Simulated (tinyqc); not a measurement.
Inside a calculation. Method: harmonic frequencies on the UHF/6-31g surface (energies and gradients from PySCF), for H2-, spin multiplicity 2. The basis has no diffuse functions, so it cannot describe the extra electron: this is an exercise in the method, not the real anion. One step of it, computed by the program tinyqc.

Task: Normal modes. Diagonalise H_ij / sqrt(m_i m_j); the 5 smallest eigenvalues belong to translations and rotations; wavenumber = sqrt(eigenvalue / 1822.888) x 219474.63; each mode has its largest component positive (the first on a tie); zero-point energy = sum of wavenumbers / 2, with 349.755 1/cm per kcal/mol.

Hessian (symmetrised) (hartree/bohr^2), order 1Hx, 1Hy, 1Hz, 2Hx, 2Hy, 2Hz:
```
[[-0.00000030, 0.00000000, 0.00000000, 0.00000030, 0.00000000, 0.00000000],
 [0.00000000, -0.00000030, 0.00000000, 0.00000000, 0.00000030, 0.00000000],
 [0.00000000, 0.00000000, 0.01831197, 0.00000000, 0.00000000, -0.01831197],
 [0.00000030, 0.00000000, 0.00000000, -0.00000030, 0.00000000, 0.00000000],
 [0.00000000, 0.00000030, 0.00000000, 0.00000000, -0.00000030, 0.00000000],
 [0.00000000, 0.00000000, -0.01831197, 0.00000000, 0.00000000, 0.01831197]]
```

masses (u): [1.007825, 1.007825]

Give: eigenvalues of the mass-weighted Hessian; harmonic wavenumbers of the vibrations; mass-weighted modes; zero-point energy.

Result:

eigenvalues of the mass-weighted Hessian (hartree/(bohr^2 u)): [0.0000, 0.0000, 0.0000, 0.0000, 0.0000, 0.0363]

harmonic wavenumbers of the vibrations (1/cm): [979.9]

mass-weighted modes, order 1Hx, 1Hy, 1Hz, 2Hx, 2Hy, 2Hz:
```
[[0.0000],
 [0.0000],
 [0.7071],
 [0.0000],
 [0.0000],
 [-0.7071]]
```

zero-point energy = 1.4009 kcal/mol
